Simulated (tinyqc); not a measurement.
Convergence with cell size: Koster-Slater impurity in a tight-binding band, by Green functions and by supercells. Computed by tinyqc, a small Python program. Command: `OMP_NUM_THREADS=1 python tinyqc.py 3025558 3025559 out.jsonl kosterslater walk`. One thread of a shared host (Intel(R) Xeon(R) Processor @ 2.30GHz), about 0.03 s of CPU time with the checks.

One orbital per site, e(k) = -2 t sum cos(k_i) over 2 direction(s), band from -4 t to 4 t, lattice constant 1. One site has the extra energy U. Spin is left out.

Inputs (values chosen for the exercise, for a model band): hopping t = 0.67 eV; impurity potential U = -4.01 eV.

Lattice: square.

Method:
- Outside the band G0(E) = (2/(pi E)) K(m), m = 16 t^2/E^2, K the complete elliptic integral with parameter m.
- A bound state solves 1/U = G0(E).
- Bisection in ln(distance from the edge) between 1e-5 t and |U| + t. Weight on the impurity site: -1/(U^2 dG0/dE), by a central difference with step min(1e-4 t, distance/30). Decay length along an axis: 1/arccosh(1 + distance/(2 t)).
- In a periodic cell of N sites along each direction with Bloch vector K, the level solves 1/U = N^-d sum_k 1/(E - e(k)), k_i = (2 pi m_i + K_i)/N, m_i = 0..N-1; the outermost root on the side of U is taken (bisection). d is the number of directions. Gamma means K_i = 0, the zone corner K_i = pi, the quarter point K_i = pi/2.
- Even N; errors against the isolated level E_b, set to 0 below 1e-6 t.

level E_b = -4.46883 eV

decay length = 0.670348 sites

Error of the level (eV):

| N | sites | Gamma | corner | quarter point |
|---|---|---|---|---|
| 2 | 4 | -4.0842e-01 | 4.5883e-01 | 1.5487e-02 |
| 4 | 16 | -1.6090e-02 | 1.5487e-02 | 2.7635e-05 |
| 6 | 36 | -6.4585e-04 | 6.3541e-04 | 0 |
| 8 | 64 | -2.7759e-05 | 2.7635e-05 | 0 |
| 12 | 144 | 0 | 0 | 0 |
| 16 | 256 | 0 | 0 | 0 |

The error at Gamma falls exponentially, between the last two resolved rows by exp(-1.574) per site against 1/(decay length) = 1.492; the rest is the power-law prefactor of the Green function. Gamma and the corner err in opposite directions. Among the sizes listed an error below 1 meV is first reached at N = 6 at Gamma; at the quarter point N = 4 is enough.

Extremes, crossings and ranges named in words are read from the listed rows.
